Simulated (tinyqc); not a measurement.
Metal-interlayer-semiconductor contact, depinning against tunnelling resistance: one step of the calculation.

Zero bias, n-type semiconductor. Gap states at the semiconductor surface thin out as exp(-be ti), which unpins the barrier; electrons must then cross the interlayer (a rectangular barrier, no voltage drop across it) and the parabolic depleted layer, both by WKB. Energies E are counted from the Fermi level; no image force, parabolic bands.

Problem. Pinning, barrier and scales. S = 1/(1 + (1/S0 - 1) exp(-be ti)); phiB = S (phiM - chi) + (1 - S)(Eg - E0); xi = Ec - EF deep inside, from Nd = Nc F(-xi/Vt), F(x) = (2/sqrt(pi)) int_0^infinity sqrt(u) du/(1 + exp(u - x)); band bending U = phiB - xi; E00 = (hbar/2) sqrt(Nd/(eps0 eps_r mt m0)) in volts; A = 4 pi q mA m0 kB^2/h^3.

Inputs (values chosen for the exercise); semiconductor values close to those of germanium; interlayer mass of the order of that in titanium dioxide, offset chosen freely: temperature T = 300 K; band gap Eg = 0.652 eV; relative permittivity eps_r = 16.2; electron affinity chi = 4.01 eV; conduction-band density of states at T Nc = 1.04e19 cm^-3; tunnelling mass in the semiconductor mt = 0.124 m0; Richardson mass mA = 1.1 m0; donor density Nd = 1.6e18 cm^-3; charge-neutrality level above the valence band E0 = 0.089 eV; pinning factor without interlayer S0 = 0.051; metal work function phiM = 4.31 eV; interlayer thickness ti = 0.9 nm; decay constant of gap states through the interlayer be = 4 1/nm.

Constants: q = 1.602176634e-19 C, kB = 1.380649e-23 J/K, eps0 = 8.8541878128e-12 F/m, hbar = 1.054571817e-34 J s, h = 6.62607015e-34 J s, m0 = 9.1093837015e-31 kg, Vt = kB T/q. Results are converted to the units shown.

Wanted: S; phiB; xi; U; E00; A.

Solution.

S = 0.6629
phiB = 0.3886 eV
xi = 0.04699 eV
U = 0.3417 eV
E00 = 0.01657 eV
A = 132.2 A/(cm^2 K^2)

tinyqc, about 0.03 s, one thread, Intel Xeon 2.30GHz (shared host): `OMP_NUM_THREADS=1 python tinyqc.py 2270056 2270057 out.jsonl`
